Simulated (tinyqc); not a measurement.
Worked calculation: bound state in one dimension: Numerov shooting, finite differences, DVR. Computed by tinyqc, a small Python program that keeps every step. Settings: points = 96. Command: `OMP_NUM_THREADS=1 python tinyqc.py 24736 24737 out.jsonl` (the two numbers bound the seeds that draw the settings). One thread of a shared host (Intel(R) Xeon(R) Processor @ 2.60GHz), about 0.01 s of CPU time with the checks.

## Numerov steps at E = 0.1

One particle of mass 1 in V = 9.64 (1 - exp(-0.43 x))^2 (atomic units), psi = 0 at both ends:
```
parameter                 value
left end              -1.600000
right end                     7
intervals                    96
h                      0.089583
state sought (nodes)          2
```

k_i = 2 m (E - V_i); (1 + h^2 k_(i+1)/12) y_(i+1) = 2 (1 - 5 h^2 k_i/12) y_i - (1 + h^2 k_(i-1)/12) y_(i-1), from y_0 = 0, y_1 = 0.001.

Points along the way:
```
i           x         V           k         y
0   -1.600000  9.443051  -18.686102  0.000000
1   -1.510417  8.062796  -15.925592  0.001000
2   -1.420833  6.837595  -13.475190  0.002126
3   -1.331250  5.753958  -11.307917  0.003480
4   -1.241667  4.799473   -9.398946  0.005149
5   -1.152083  3.962719   -7.725438  0.007205
32   1.266667  1.700212   -3.200424  0.203509
33   1.356250  1.882316   -3.564632  0.230874
34   1.445833  2.066283   -3.932566  0.264875
35   1.535417  2.251394   -4.302788  0.307276
36   1.625000  2.437005   -4.674011  0.360343
37   1.714583  2.622542   -5.045085  0.426998
```

## Bisection on the node count

With more sign changes than the state has nodes (the last point included) the energy is too high, else too low; the bracket starts as 0.1 to 10.

Trials:
```
trial           E  sign changes  y at the right end   next
1      5.05000000             3           -2.66e+01  lower
2      2.57500000             1           -2.43e+03  raise
3      3.81250000             2            4.99e+02  raise
4      4.43125000             3           -7.47e+01  lower
5      4.12187500             2            3.79e+01  raise
6      4.27656250             3           -4.52e+01  lower
7      4.19921875             3           -1.22e+01  lower
8      4.16054687             2            1.05e+01  raise
9      4.17988281             3           -1.43e+00  lower
10     4.17021484             2            4.37e+00  raise
11     4.17504883             2            1.43e+00  raise
12     4.17746582             3           -1.01e-02  lower
13     4.17625732             2            7.08e-01  raise
14     4.17686157             2            3.48e-01  raise
...           ...           ...                 ...    ...
28     4.17744882             3           -5.66e-06  lower
29     4.17744880             2            5.27e-06  raise
30     4.17744881             3           -1.94e-07  lower
```

eigenvalue = 4.17744881 hartree

## The same grid by other methods

Three-point finite differences and the sine-DVR kinetic matrix of Colbert and Miller on the same points.

Lowest levels (hartree):
```
state  finite differences       DVR
0                0.923294  0.924092
1                2.635262  2.638703
2                4.169952  4.177473
3                5.523200  5.534988
4                6.688508  6.703649
```
